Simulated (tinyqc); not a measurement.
Trap spacing and activation energy from three currents.

Question. In its exponential range, without heating, an amorphous layer of thickness ua passes I = (I0/2) exp[-(Ea - q V dz/(2 ua))/kB T]. Find dz, Ea and I0.

Inputs (values chosen for the exercise):

| symbol | value | unit | meaning |
|---|---|---|---|
| ua | 33 | nm | amorphous thickness |

Constants: q = 1.602176634e-19 C, kB = 1.380649e-23 J/K. Results are converted to the units shown.

I at (0.75 V, 300 K), (1.1 V, 300 K) and (1.1 V, 340 K) (nA): [243.50225, 693.18095, 1608.7094]

Answer. The two voltages give dz/ua, the two temperatures the lowered barrier.

dz = 5.100 nm
Ea = 0.2700 eV
I0 = 1.777 mA

Computed by the program tinyqc: `OMP_NUM_THREADS=1 python tinyqc.py 2490122 2490123 out.jsonl`, one thread of a shared Intel Xeon 2.30GHz, about 0.01 s for the whole run.
